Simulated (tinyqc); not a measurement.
# Hexagonal on-chip spiral inductor, lumped pi model, step by step

Program tinyqc, `OMP_NUM_THREADS=1 python tinyqc.py 2302001 2302002 out.jsonl`; Intel Xeon 2.30GHz, shared host, one thread, about 0.01 s. Printed values are rounded.

Outer diameter do = di + 2 n wd + 2 (n - 1) sp, mean da = (do + di)/2, fill p = (do - di)/(do + di), length l = 3.464 n da. L = 2.33 mu0 n^2 da/(1 + 3.82 p), mu0 = 4 pi 1e-7 H/m. Rs = rho l/(wd delta (1 - exp(-th/delta))), delta = sqrt(rho/(pi f mu0)). Cs = n wd^2 eps0 eo/hu across the coil. At each end Cox = l wd eps0 eo/(2 ho) leads to the substrate branch Rsi = 2 rs he/(l wd) in parallel with Csi = l wd eps0 11.7/(2 he). With one end grounded Y = 1/(Rs + i w L) + i w Cs + 1/[1/(i w Cox) + 1/(1/Rsi + i w Csi)], w = 2 pi f; Q = -Im Y/Re Y. Eddy currents in neighbouring turns and in the substrate are left out.

Values chosen for this exercise; values of the order met in silicon radio-frequency processes: number of turns n = 6.5; line width wd = 6 um; space between turns sp = 3 um; inner diameter di = 60 um; metal thickness th = 4 um; metal resistivity rho = 1.9 uohm cm; oxide below the coil ho = 5.2 um; oxide between coil and underpass hu = 0.7 um; relative permittivity of the oxide eo = 3; substrate resistivity rs = 10 ohm cm; effective spreading depth in the substrate he = 80 um; frequency f = 1.2 GHz.

Constants: eps0 = 8.8541878128e-12 F/m. Results are converted to the units shown.

## Geometry and model elements

do, l, L, delta, Rs, Cs, Cox, Rsi and Csi as defined.

do = 171 um
l = 2600.60 um
L = 5.03886 nH
delta = 2.00266 um
Rs = 4.75776 ohm
Cs = 8.87949 fF
Cox = 39.8530 fF
Rsi = 1025.41 ohm
Csi = 10.1027 fF

Rs is 2.31 times the direct-current value in this empirical form, which overstates the skin effect of a flat slab when delta is near th and so stands in for some current crowding.

## Admittance, quality factor and apparent inductance

Series branch 1/(Rs + i w L), substrate branch, total Y, Q = -Im Y/Re Y, apparent inductance Im(1/Y)/w, metal-only value w L/Rs, share of the loss in the substrate Re(substrate branch)/Re Y.

series branch = 3.2453-25.9149i mS
substrate branch = 0.080567+0.269368i mS
Y = 3.3259-25.5785i mS
Q = 7.69074
apparent inductance = 5.09896 nH
w L/Rs = 7.98529
share of the loss in the substrate = 2.42241 %

Q is 96.3 % of the metal-only value.
